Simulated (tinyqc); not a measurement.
Van der Pauw, Hall and four-point-probe measurements on a doped layer: one step of the calculation.

A uniform p-type layer with sheet resistance Rs = 1/(q ns mu), point contacts, low field (mu B small).

Question. New z. The van der Pauw equation exp(-pi RA z) + exp(-pi RB z) = 1 is solved for z = 1/Rs: e1 = exp(-pi RA z), e2 = exp(-pi RB z), f = e1 + e2 - 1, f' = -pi (RA e1 + RB e2), z(new) = z - f/f'.

z after iteration 1 = 8.3556342 mS
RA = 0.74202586 ohm
RB = 87.552746 ohm

Wanted: e1; e2; f; f'; z after iteration 2.

Answer.

e1 = 0.98071
e2 = 0.10043
f = 0.081144
f' = -0.029911 kohm
z after iteration 2 = 11.068 mS

tinyqc, about 0.01 s, one thread, Intel Xeon 2.30GHz (shared host): `OMP_NUM_THREADS=1 python tinyqc.py 2850219 2850220 out.jsonl`
